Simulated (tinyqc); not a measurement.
Width and zero-phonon weight against temperature: configuration-coordinate model of a defect: Huang-Rhys factor and luminescence line shape. Computed by tinyqc, a small Python program. Command: `OMP_NUM_THREADS=1 python tinyqc.py 3016871 3016872 out.jsonl ccline walk`. One thread of a shared host (Intel(R) Xeon(R) Processor @ 2.30GHz), about 0.01 s of CPU time with the checks.

Ground state E_g(Q) = (1/2) omega_g^2 Q^2; excited state E_e(Q) = E_0 + (1/2) omega_e^2 (Q - dQ)^2 with omega_e = omega_g and E_0 = E_ZPL. Q is mass-weighted; the dipole does not depend on Q (Condon approximation).

Inputs (values chosen for the exercise, for a model defect in a wide-gap host): zero-phonon energy E_ZPL = 2.86 eV; displacement dQ = 0.984 u^(1/2) angstrom; ground-state phonon hbar omega_g = 52.1 meV.

Modes: equal frequencies in both states.

Constants: hbar^2/u = 4.18015928e-03 eV angstrom^2; k_B = 8.617333262e-05 eV/K.

Method:
- S = hbar omega dQ^2/(2 hbar^2/u) for each state; relaxation energy S hbar omega; absorption at E_0 + S_e hbar omega_e, emission at E_0 - S_g hbar omega_g; the Stokes shift is their difference.
- Overlaps <m_e|n_g> of harmonic-oscillator functions (Hermite recursion, positive leading coefficients) by a sum over an even grid (700 points from x = -9 to 9 + d for the small table, 1500 points from -16 to 16 + d for the thermal sums), with x = Q sqrt(omega_g/hbar), d = sqrt(2 S_g) and frequency ratio omega_e/omega_g.
- Initial levels m = 0..24 carry Boltzmann weights exp(-m hbar omega_e/k_B T), normalised; final levels n = 0..79; a line lies at E_ZPL + m hbar omega_e - n hbar omega_g with weight w_m <m|n>^2. Moments are taken over these weights without the E^3 factor; FWHM = 2 sqrt(2 ln 2) x standard deviation; the zero-phonon weight is the sum of w_m <m|m>^2.
- For comparison: FWHM(0) sqrt(coth(hbar omega_e/2 k_B T)) with FWHM(0) from the first row, and exp(-S_g coth(hbar omega_e/2 k_B T)).

S_g = 6.03400

Against temperature:

| T (K) | mean energy (eV) | FWHM (eV) | coth law (eV) | zero-phonon weight | exp(-S coth) |
|---|---|---|---|---|---|
| 30 | 2.5456 | 0.30137 | 0.30137 | 0.002396 | 2.3959e-03 |
| 91 | 2.5456 | 0.30176 | 0.30176 | 0.002472 | 2.3585e-03 |
| 180 | 2.5456 | 0.31204 | 0.31204 | 0.004493 | 1.5511e-03 |
| 300 | 2.5456 | 0.34461 | 0.34461 | 0.010991 | 3.7457e-04 |
| 480 | 2.5456 | 0.40348 | 0.40348 | 0.021471 | 2.0087e-05 |
| 730 | 2.5456 | 0.48137 | 0.48137 | 0.031214 | 2.0615e-07 |
| 1000 | 2.5456 | 0.55636 | 0.55636 | 0.036632 | 1.1717e-09 |

What follows from these numbers?

The width grows by a factor 1.85, flat while k_B T is well below hbar omega and as sqrt(T) above; for equal frequencies the coth law is exact. The mean energy stays fixed, as it must for equal frequencies. The zero-phonon weight goes from 0.00240 to 0.0366; the single exponential assumes equal frequencies, leaves out lines that absorb and emit the same number of phonons, and falls to 1.17e-9. The rise of the weight is a feature of one sharp mode; with a spread of mode energies those lines leave the zero-phonon energy and the weight falls.
